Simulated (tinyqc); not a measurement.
X-ray photoelectron analysis of a thin oxide on a semiconductor: attenuation lengths, thickness, angle series and band offsets: one step, computed by the program tinyqc. Command: `OMP_NUM_THREADS=1 python tinyqc.py 3110067 3110068 out.jsonl xps walk`. One thread of a shared host (Intel(R) Xeon(R) Processor @ 2.30GHz), about 0.01 s of CPU time with the checks.

The same element is seen in the oxide and in the substrate, at nearly the same kinetic energy; films are flat and uniform, and the work function is ignored.

Problem. Inelastic mean free paths. TPP-2M: lambda = E/(E_p^2 [b ln(c E) - C/E + D/E^2]) in angstrom, E_p = 28.8 sqrt(N_v rho/M), b = -0.10 + 0.944/sqrt(E_p^2 + E_g^2) + 0.069 rho^0.1, c = 0.191/sqrt(rho), U = N_v rho/M, C = 1.97 - 0.91 U, D = 53.4 - 20.8 U, with E = photon energy less binding energy in eV. Attenuation length L = factor x lambda.

Inputs (values chosen for the exercise, modelled on SiO2 on 4H-SiC):

| quantity | value | unit |
|---|---|---|
| photon energy | 1486.6 | eV |
| binding energy of the core level | 100.5 | eV |
| oxide density | 2.24 | g/cm^3 |
| oxide formula mass | 60.08 | g/mol |
| valence electrons per oxide formula | 16 | - |
| oxide gap | 9.03 | eV |
| substrate density | 3.21 | g/cm^3 |
| substrate formula mass | 40.1 | g/mol |
| valence electrons per substrate formula | 8 | - |
| substrate gap | 3.26 | eV |
| attenuation length over inelastic mean free path | 0.95 | - |

Give: kinetic energy E; the table «Terms» with the columns E_p (eV), b, c, lambda (nm), for layer = oxide, substrate; L in the oxide; L in the substrate.

Solution.

kinetic energy E = 1386.1 eV

Terms:

| layer | E_p (eV) | b | c | lambda (nm) |
|---|---|---|---|---|
| oxide | 22.24 | 0.01412 | 0.1276 | 3.888 |
| substrate | 23.05 | 0.01809 | 0.1066 | 2.919 |

L in the oxide = 3.693 nm

L in the substrate = 2.773 nm
